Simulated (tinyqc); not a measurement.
Worked calculation: competing polymorphs of an oxide film: bulk, surface, grain-boundary, dopant and field terms. Computed by tinyqc, a small Python program that keeps every step. Command: `OMP_NUM_THREADS=1 python tinyqc.py 3016688 3016689 out.jsonl polymorph walk`. One thread of a shared host (Intel(R) Xeon(R) Processor @ 2.30GHz), about 0.01 s of CPU time with the checks. Intermediate numbers are printed to about 5 digits and carried at full precision; extremes and crossings named in words are read from the listed rows.

Phases: monoclinic m (reference), polar orthorhombic o, tetragonal t. Free energies per formula unit (f.u.); 1 J/m^2 x angstrom^3/nm = 6.241509 meV.

Inputs (values chosen for the exercise, for a model oxide):
```
quantity                                    value               unit
energy of the polar phase o over m           49.8           meV/f.u.
energy of the tetragonal phase t over m      90.1           meV/f.u.
entropy of o over m                        0.0026       meV/(f.u. K)
entropy of t over m                          0.07       meV/(f.u. K)
surface energy of m                          2.95              J/m^2
surface energy of o                          2.56              J/m^2
surface energy of t                           2.4              J/m^2
grain-boundary energy over surface energy     0.8                  -
volume per formula unit Omega                33.1         angstrom^3
film thickness h                               29                 nm
grain radius R                                 12                 nm
temperature T                                 300                  K
dopant content x                              4.2                  %
shift of o per % of dopant                     -7           meV/f.u.
shift of t per % of dopant                    -14           meV/f.u.
polarisation of o                              41  microcoulomb/cm^2
field E                                       3.9              MV/cm
width sigma of ln R                          0.32                  -
interlayer thickness (SiO2)                  0.95                 nm
```

Geometry: columnar grains in a film.

permittivities of m, o, t: 17  26  41

## Bulk terms

Bulk term b = H - T S + (shift) x, zero for m. The undoped bulk turns from m to t at T = H_t/S_t.

b (meV/f.u.): m 0.00, o 19.62, t 10.30

bulk m-t temperature = 1287.1 K

## Free energies of the grain

Area per volume: A = 2/h + f_b/R (two free faces; the side wall 2/R is shared by two grains and carries f_b gamma); G = b + gamma Omega A.

area per volume A = 0.13563 1/nm

G less G(m) (meV/f.u.): m 0.0000, o 8.6919, t -5.1114

G(o) - G(m) = 8.6919 meV/f.u.

G(t) - G(o) = -13.803 meV/f.u.

The lowest phase is t, by 5.1 meV/f.u. over m, whereas the bulk terms alone favour m. Caution: this is an equilibrium ranking; real films often keep the phase that nucleates first on cooling from t.

## Crossing points

With G = b + gamma Omega A (b the bulk free energy per formula unit, A the area per volume), two phases i, j cross at A_ij = (b_j - b_i)/(Omega (gamma_i - gamma_j)); o has a window only if A_mo < A_ot.

A_mo = 0.24351 1/nm

A_ot = -0.28195 1/nm

A_mt = 0.090648 1/nm

o has no window: the sequence goes from m to t at A = 0.091 1/nm.

## Phase shares in a spread of grain sizes

Grain radii are log-normal by volume with median R and width sigma; the share with A above A* is that with radius below R*, R* = f_b/(A* - 2/h) (all grains if A* <= 2/h), share = (1/2) erfc[-ln(R*/R)/(sqrt 2 sigma)]. Effective permittivity of a layer of thickness h built of such grains, taken in parallel: sum of share x eps; EOT = interlayer + 3.9 h/eps.

volume shares: m 0.00022, o 0.00000, t 0.99978

share of o = 0

effective permittivity = 40.995

equivalent oxide thickness = 3.7089 nm

One phase holds nearly all the volume.

## A field

The polar phase gains -P E Omega (1 microcoulomb/cm^2 x MV/cm x angstrom^3 = 0.006241509 meV); the dielectric term -(1/2) eps_0 (eps - 1) E^2 Omega is left out. Where t lies below o, o is reached at E_up = [G(o) - G(t)]/(P Omega), else 0.

gain P E Omega = 33.034 meV/f.u.

G(t) - G(o) in the field = 19.231 meV/f.u.

crossing field E_up = 1.6296 MV/cm

The field switches t to o, which returns to t when it is removed: antiferroelectric-like double loops.

## Thickness series

Bulk term b = H - T S + (shift) x, zero for m. The median radius is held at R.

Against thickness:
```
h (nm)  A at R (1/nm)   share m  share o  share t     eps  EOT (nm)
3             0.73333  0.000000        0   1.0000  41.000    1.2354
4             0.56667  0.000000        0   1.0000  41.000    1.3305
6             0.40000  0.000000        0   1.0000  41.000    1.5207
8             0.31667  0.000000        0   1.0000  41.000    1.7110
11            0.24848  0.000000        0   1.0000  41.000    1.9963
15            0.20000  0.000000        0   1.0000  41.000    2.3768
22            0.15758  0.000000        0   1.0000  41.000    3.0427
35            0.12381  0.015776        0   0.9842  40.621    4.3103
```

From 3 to 35 nm the share of t goes from 1.00 to 0.98 and that of m from 0.00 to 0.02; o stays under 2 %. A at the median radius runs from 0.733 down to 0.124 1/nm, against the crossings A_mo = 0.244, A_ot = -0.282 and A_mt = 0.091; the majority phase is t in the thinnest film and t in the thickest.

## Dopant series

The formulas are those given above.

Against dopant content:
```
x (%)  A_mo (1/nm)  A_ot (1/nm)  share m  share o  share t
0.0        0.60840       0.6075  1.00000        0   0.0000
1.0        0.52152       0.3957  1.00000        0   0.0000
2.0        0.43464       0.1839  1.00000        0   0.0000
3.0        0.34777      -0.0278  0.99823        0   0.0018
4.0        0.26089      -0.2396  0.12764        0   0.8724
5.0        0.17401      -0.4514  0.00000        0   1.0000
6.5        0.04369      -0.7690  0.00000        0   1.0000
8.0       -0.08663      -1.0867  0.00000        0   1.0000
10.0      -0.26039      -1.5102  0.00000        0   1.0000
```

The dopant lowers t by 14 and o by 7 meV per %, so A_ot falls faster than A_mo. The share of o stays under 2 % at every content listed. t holds the majority from x = 4 % on.

Checks made by the program: equal free energies at A_mt (relative difference below 1e-10).
